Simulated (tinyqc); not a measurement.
Random telegraph noise from one oxide trap in a small MOSFET: effect of the depth of the trap from the channel interface.

An acceptor-like trap exchanges electrons with the channel. Inversion charge Q = Cox u, u = n Vt W0(exp((Vg - VT)/(n Vt))), W0 the Lambert function, n = nf, Cox = eps0 eox/tox; linear regime Id = (W/L) mu Q Vd. Relative to threshold the surface potential rises by Vt ln(u/u0) and the oxide voltage by the rest of Vg - VT, with u0 = n Vt W0(1).

N = Cox u/q; dpsi = Vt ln(u/u0); E = E0 - dpsi - (xt/tox)(Vg - VT - dpsi); capture time tc = 1/[(N/zi) vth s0 exp(-xt/lt - EB/Vt)]; emission time te = tc exp(-E/Vt); occupancy te/(tc + te). A = W L; threshold step dV = q (1 - xt/tox)/(Cox A); gm/Id = 1/(u + n Vt); relative step dI/I = (gm/Id) dV + asc mu/A. fc = (1/tc + 1/te)/(2 pi); rms = (dI/I) sqrt(tc te)/(tc + te).

Values chosen for this exercise; values of the order met in silicon transistors:
- T = 300 K (temperature)
- eox = 7.67 (relative permittivity of the gate insulator (close to silicon nitride))
- tox = 2.4 nm (insulator thickness)
- E0 = -0.03 eV (trap level above the channel Fermi level at threshold)
- s0 = 8e-17 cm^2 (capture prefactor)
- EB = 0.4 eV (capture barrier (lattice relaxation))
- lt = 0.13 nm (tunnelling decay length)
- vth = 2.1e7 cm/s (thermal velocity)
- zi = 2.6 nm (thickness of the inversion layer)
- VT = 0.49 V (threshold voltage)
- nf = 1.13 (body factor)
- W = 25 nm (gate width)
- L = 160 nm (gate length)
- mu = 250 cm^2/(V s) (mobility)
- asc = 2.5e-16 V s (scattering coefficient of the charged trap)
- Vd = 0.02 V (drain voltage)
- Vg = 0.39 V (gate voltage)

Constants: q = 1.602176634e-19 C, kB = 1.380649e-23 J/K, Vt = kB T/q, eps0 = 8.8541878128e-14 F/cm where lengths are in cm. Results are converted to the units shown.

Results:
```
xt (nm),E (eV),tc (s),te (s),occupancy,dI/I (%),fc (Hz),rms dI/I (%)
0.12,0.04592,0.1253,0.02122,0.1448,4.619,8.772,1.625
0.36,0.04845,0.7940,0.1219,0.1331,4.149,1.507,1.409
0.6,0.05099,5.030,0.6999,0.1221,3.679,0.2590,1.205
1.08,0.05606,201.9,23.09,0.1026,2.740,0.007681,0.8314
1.32,0.05859,1279,132.6,0.09394,2.270,0.001325,0.6622
1.56,0.06113,8104,761.7,0.08592,1.800,2.286e-4,0.5045
```

Estimate the missing row, xt = 0.84 nm.

Computed row:
```
xt (nm),E (eV),tc (s),te (s),occupancy,dI/I (%),fc (Hz),rms dI/I (%)
0.84,0.05352,31.87,4.020,0.1120,3.209,0.04459,1.012
```

With this row back in the table: As xt goes from 0.12 to 1.56, tc rises from 0.125 to 8100 s, te rises from 0.0212 to 762 s and dI/I falls from 4.62 to 1.80 %. tc grows a decade every lt ln 10 = 0.299 nm of depth; traps spread evenly in depth therefore give corner frequencies spread evenly on a log scale, whose sum is 1/f noise if the traps contribute equal variances.

Range of the model: VT is taken as given; short-channel effects and the uneven flow of current among few electrons are left out.

Numbers from tinyqc (`OMP_NUM_THREADS=1 python tinyqc.py 2710036 2710037 out.jsonl`; about 0.01 s on one thread of a shared Intel Xeon 2.30GHz).
